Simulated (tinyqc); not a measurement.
Worked calculation: zigzag graphene nanoribbon in tight binding. Values are carried at full precision from step to step, so a last printed digit may differ when a step is redone from the rounded ones.

A zigzag ribbon of N chains, sites A1, B1, A2, ..., BN across it. For each k it is a chain with bonds -2t cos(k/2) (A_n to B_n) and -t (B_n to A_(n+1)), and +D, -D on A and B. A1 and BN are the edge sites; the Dirac points project to k = 2 pi/3.

Values chosen for the exercise (near those used for graphene; not measured data): t = 2.94 eV (hopping); N = 3 (zigzag chains); D = 0 eV (sublattice potential, +D on A and -D on B); k = 2.01 (k times the period sqrt3 acc).

## The chain at this k

Form the k-dependent bond and the matrix.

2 cos(k/2) = 1.07218

H(k) (eV), lower triangle:
```
         A1       B1       A2       B2       A3  B3
A1        0
B1  -3.1522        0
A2        0  -2.9400        0
B2        0        0  -3.1522        0
A3        0        0        0  -2.9400        0
B3        0        0        0        0  -3.1522   0
```

An edge state of the finite ribbon needs 2 cos(k/2) < N/(N + 1) = 0.7500: not met here.

## Levels and where the middle pair lives

Diagonalise H; average the weights of the two middle levels.

levels (eV): -5.4959  -3.8312  -1.4875  1.4875  3.8312  5.4959

weights: A1 0.261, B1 0.058, A2 0.181, B2 0.181, A3 0.058, B3 0.261

The two edge sites hold 52.2 % of the middle pair, against 33.3 % for an even spread.

## Checks

- Level at k = pi next to the edge pair against sqrt(t^2 + D^2): both 2.94000.

Computed by tinyqc, a small Python program: `OMP_NUM_THREADS=1 python tinyqc.py 1480344 1480345 out.jsonl` (the numbers bound the seed that draws the inputs); one thread of a shared host (Intel(R) Xeon(R) Processor @ 2.30GHz), about 0.01 s for the whole set of steps.
